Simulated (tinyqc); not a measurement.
# Changing the critical dose Q_c

Model: permeation of metal atoms or ions through a thin barrier or dielectric: time lag, field-aided drift and lifetime. Computed by tinyqc, a small Python program. Command: `OMP_NUM_THREADS=1 python tinyqc.py 3008013 3008014 out.jsonl barrier sweep`. One thread of a shared host (Intel(R) Xeon(R) Processor @ 2.30GHz), about 0.02 s of CPU time with the checks.

The film 0 < x < d is empty at first; C = C0 at x = 0 and C = 0 at x = d. dC/dt = D d2C/dx2.

Inputs (values chosen for the exercise, for a model case: neutral metal atoms through a barrier):
```
quantity                                   value    unit
thickness d                                  2.7      nm
prefactor D0                             0.00069  cm^2/s
activation energy E                         1.36      eV
concentration at the source side C0      9.4e+18  1/cm^3
charge number z                                0       -
voltage V (positive drives ions across)        0       V
test temperature T                           275       C
use temperature T_u                          100       C
```

Constants: k_B = 8.617333262e-05 eV/K.

Method:
- D = D0 exp(-E/(k_B T)); time scale d^2/D; Peclet number P = z V/(k_B T), k_B T in eV; 1 nm = 1e-7 cm.
- Temperatures in kelvin are T(C) + 273.15.
- Steady flux J = (D C0/d) P/(1 - exp(-P)); time lag in units of d^2/D: s_L = [P (1 + exp(-P))/(1 - exp(-P)) - 2]/P^2 (P = 0: J = D C0/d, s_L = 1/6).
- Dose through the film Q(s) = C0 d {f (s - s_L) - 2 exp(P/2) sum_(n=1..200) (-1)^n n^2 pi^2 exp(-l_n s)/l_n^2}, l_n = n^2 pi^2 + P^2/4, f = P/(1 - exp(-P)) the relative flux.
- Solve Q = Q_c for s. At the use temperature D and P take T_u, with the same C0 and V; 1 year = 3.15576e7 s.

One run for each value:
```
critical dose Q_c (1/cm^2)  failure time at T (s)  s at the critical dose  failure time at T_u (years)
4.00e+09                               2.3147e+01              6.8636e-02                   5.3646e-01
4.00e+10                               4.1184e+01              1.2212e-01                   9.5452e-01
4.00e+11                               1.0631e+02              3.1525e-01                   2.4640e+00
4.00e+13                               5.3712e+03              1.5927e+01                   1.2449e+02
4.00e+14                               5.3206e+04              1.5777e+02                   1.2331e+03
4.00e+15                               5.3156e+05              1.5762e+03                   1.2320e+04
```

Give the missing row, critical dose Q_c (1/cm^2) = 4.00e+12.

Computed row:
```
critical dose Q_c (1/cm^2)  failure time at T (s)  s at the critical dose  failure time at T_u (years)
4.00e+12                               5.8771e+02              1.7427e+00                   1.3621e+01
```

Interpolating between the two neighbouring rows (the first column on a logarithmic scale, the others too where they are positive) misses most in s at the critical dose, by 29 %. Over the rows, failure time at T (s) rises from 23.1 to 532000 (exponent d ln y / d ln x 0.25 between the first rows and 1.00 between the last); s at the critical dose rises from 0.0686 to 1580 (exponent d ln y / d ln x 0.25 between the first rows and 1.00 between the last); failure time at T_u (years) rises from 0.536 to 12300 (exponent d ln y / d ln x 0.25 between the first rows and 1.00 between the last). At the high end the exponent of failure time at T is 1.00, close to 1: steady flow.

Caution (all rows): grain boundaries, pinholes, trapping and space charge are left out; thin real barriers usually fail at defects.
